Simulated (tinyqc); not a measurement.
What moves the results: two-band tight binding of a puckered layer. A value that a table varies takes the place of the one given here.

With X = kx ax/2 and Y = ky ay/2: h = t2 + 2 cos(Y) (t1 exp(iX) + t3 exp(-iX)) + t5 exp(2iX), d = 4 t4 cos(X) cos(Y), H = [[d, h], [h*, d]], E = d -/+ |h|.

Constants: hbar^2/2m0 = 3.80998211 eV angstrom^2.

Parameters, chosen for this exercise (near a published set for monolayer black phosphorus; not measured data):
```
symbol  value   unit      meaning
ax      4.51    angstrom  period along x (armchair)
ay      3.28    angstrom  period along y (zigzag)
t1      -1.23   eV        along the zigzag
t2      3.629   eV        across the pucker
t3      -0.196  eV        second in the sheet
t4      -0.095  eV        same sublattice
t5      -0.058  eV        far across
```

## Mass and optical strength against direction

masses (m0):
```
                x        y
electron  0.14840  0.87658
hole      0.16047  1.14608
```

chi = -4.92492 eV angstrom

Angle from x. 1/m(theta) = cos^2/mx + sin^2/my. Near Gamma only x-polarised light couples the bands, with strength chi^2 cos^2(theta), chi = ax (t1 - t3 + t5) = d Im(h)/dkx; the positions of the atoms inside the cell, which would change this dipole but not the masses, are left out. The last column is the transition energy at |k| = 0.1 1/angstrom from the full bands, less the gap.

Against angle:
```
theta (deg)  m_e (m0)  m_h (m0)  strength (eV^2 angstrom^2)  rise of the transition (eV)
0               0.148     0.160                       24.25                       0.4307
15              0.157     0.170                       22.63                       0.4089
30              0.187     0.204                       18.19                       0.3480
45              0.254     0.282                       12.13                       0.2618
60              0.394     0.452                        6.06                       0.1715
75              0.660     0.812                        1.62                       0.1025
85              0.845     1.095                        0.18                       0.0795
90              0.877     1.146                        0.00                       0.0765
```

How do the results move?

The light-mass direction rules: at 45 degrees the electron mass is still 0.254, 1.71 times the value along x, against 5.9 times at 90 degrees. At |k| = 0.1 the transition has risen 5.6 times as much along x as along y.

## Closing the gap

t2 is lowered; h0 = t2 + 2 t1 + 2 t3 + t5, c = hbar^2/2m0. For h0 > 0 the gap is 2 h0 at Gamma. For h0 < 0 the bands touch at kx = 0, cos(Y) = -(t2 + t5)/(2 (t1 + t3)).

Against t2:
```
t2 (eV)  h0 (eV)  gap (eV)  electron mass along x (m0)  ky of the nodes (1/angstrom)
3.8        0.890     1.780                      0.1698                             -
3.6        0.690     1.380                      0.1444                             -
3.4        0.490     0.980                      0.1135                             -
3.2        0.290     0.580                      0.0753                             -
3.0        0.090     0.180                      0.0265                             -
2.8       -0.110     0.000                           -                        0.1699
2.6       -0.310     0.000                           -                        0.2869
2.4       -0.510     0.000                           -                        0.3703
```

What can be read from the table?

The gap closes at t2 = 2.910 eV. On the way the mass along x falls with the gap and tends to 2 c h0/chi^2 as it closes, while that along y stays. Beyond it two Dirac nodes move apart along the zigzag direction, to ky = +/-0.370 1/angstrom in the last row. The mass formula is c/(ex + gx + chi^2/(2 h0)) with chi = ax (t1 - t3 + t5), gx = -ax^2 ((t1 + t3)/4 + t5/2), ex = -t4 ax^2/2.

## What each parameter does

Gap at Gamma and masses m/m0 = c q^2/|E(q) - E(0)| with q = 0.001 1/angstrom, c = hbar^2/2m0. Each row changes one parameter from the base and keeps the others.

Results:
```
case                 gap (eV)   m_e x   m_h x  m_e y  m_h y
base                   1.4380  0.1484  0.1605  0.877  1.146
t1 = -1.2 eV           1.5580  0.1630  0.1777  0.893  1.175
t2 = 3.659 eV          1.4980  0.1524  0.1652  0.877  1.146
t3 = -0.166 eV         1.5580  0.1519  0.1645  0.893  1.175
t4 = -0.065 eV         1.4380  0.1502  0.1584  0.910  1.093
t5 = -0.028 eV         1.4980  0.1600  0.1741  0.877  1.146
ax = 4.645 angstrom    1.4380  0.1399  0.1513  0.877  1.146
```

What does this show?

The largest shifts from the base row, up to three for each result and ties (the steps differ in size, so this ranks the rows, not the parameters). gap (eV): t1 +0.1200, t3 +0.1200, t5 +0.0600, t2 +0.0600; unchanged at the printed digits by t4 and ax. m_e x: t1 +0.0146, t5 +0.0116, ax -0.0085. m_h x: t1 +0.0172, t5 +0.0136, ax -0.0092. m_e y: t4 +0.034, t1 +0.017, t3 +0.017; unchanged at the printed digits by t2, t5 and ax. m_h y: t4 -0.053, t1 +0.029, t3 +0.029; unchanged at the printed digits by t2, t5 and ax.

Program tinyqc; command `OMP_NUM_THREADS=1 python tinyqc.py 1480063 1480064 out.jsonl`; about 0.01 s on one thread of a shared Intel(R) Xeon(R) Processor @ 2.30GHz.
